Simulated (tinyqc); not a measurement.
Inside a calculation. Model: Deal-Grove kinetics of thermal oxidation of silicon. Computed by tinyqc, a small Python program that keeps every step. Command: `OMP_NUM_THREADS=1 python tinyqc.py 3009986 3009987 out.jsonl oxide walk`. One thread of a shared host (Intel(R) Xeon(R) Processor @ 2.30GHz), about 0.03 s of CPU time with the checks. Intermediate numbers are printed to about 6 digits and carried at full precision; extremes and crossings named in words are read from the listed rows.

Oxidant diffuses through the oxide and reacts at the interface, so that dx/dt = B/(A + 2x) for the oxide thickness x.

Inputs (values chosen for the exercise, close to those used for silicon):
```
quantity                       value    unit
prefactor B0                     409  um^2/h
activation energy E_B          0.784      eV
prefactor (B/A)0            9.43e+07    um/h
activation energy E_A           2.04      eV
temperature T                   1050       C
oxidant pressure p                 1     atm
pressure exponent m of B/A         1       -
initial oxide x_i              0.005      um
time t                          0.11       h
temperature of step 2, T2        800       C
time of step 2, t2              0.81       h
```

Ambient: steam. Surface: (100). Extension: second step.

Constants: k_B = 8.617333262e-05 eV/K.

## Rate constants

B = B0 p exp(-E_B/(k_B T)), B/A = (B/A)0 p^m exp(-E_A/(k_B T)), p in atm; A = B/(B/A). Temperatures in kelvin are T(C) + 273.15.

parabolic constant B = 0.422208 um^2/h

linear constant B/A = 1.60069 um/h

length A = 0.263767 um

Reaction at the interface limits growth while x is well below A/2 = 0.132 um, diffusion once x is well above it.

## Thickness after the oxidation

tau = (x_i^2 + A x_i)/B and x = (A/2) [sqrt(1 + 4 B (t + tau)/A^2) - 1], the root of x^2 + A x = B (t + tau). Silicon consumed is 0.44 times the oxide grown; the rate is B/(A + 2x).

tau = 0.00318287 h

oxide thickness x = 0.123420 um

silicon consumed = 0.0521049 um

final growth rate = 0.826874 um/h

2x/A = 0.936: reaction and diffusion both resist, diffusion with a share 2x/(A + 2x) = 0.48.

## Full law against its linear and parabolic limits

Linear limit x = (B/A)(t + tau); parabolic limit x = sqrt(B (t + tau)).

Thickness (um):
```
t (h)     full  linear limit  parabolic limit     2x/A
0.05   0.06773   8.51291e-02          0.14985   0.5136
0.1    0.11501   1.65163e-01          0.20872   0.8721
0.25   0.22066   4.05266e-01          0.32695   1.6732
0.5    0.34753   8.05438e-01          0.46092   2.6352
1      0.53215   1.60578e+00          0.65081   4.0350
2      0.79718   3.20647e+00          0.91965   6.0446
4      1.17486   6.40784e+00          1.30007   8.9083
8      1.71105   1.28106e+01          1.83821  12.9739
16     2.47082   2.56161e+01          2.59936  18.7349
32     3.54635   5.12270e+01          3.67587  26.8900
```

Both limits lie above the full result, since each drops one resistance. The linear law overshoots by 26 % in the first row and 1300 % in the last, the parabolic law by 120 % and 3.7 %. The better limit switches between 0.1 and 0.25 h; both give the same value where B (t + tau) = A^2, at 2x/A = sqrt5 - 1 = 1.24.

## A second oxidation in the same ambient

Step 2 starts from the thickness x of step 1, with B and A at T2: tau2 = (x^2 + A2 x)/B2 and x2 = (A2/2) [sqrt(1 + 4 B2 (t2 + tau2)/A2^2) - 1].

B2 = 0.0850874 um^2/h

A2 = 3.43320 um

tau2 = 5.15891 h

thickness after both steps x2 = 0.142054 um

## Two steps, the one at T2 first

First t2 at T2 from x_i, then t at T from the thickness reached.

thickness after t2 at T2 = 0.0249015 um

final thickness in this order = 0.134621 um

The order changes the result by -5.2 %: ending with the larger A gives the thicker film, since A differs between the steps and the times are not simply additive.

Checks made by the program: closed form against Runge-Kutta integration of dx/dt (relative difference below 1e-10).
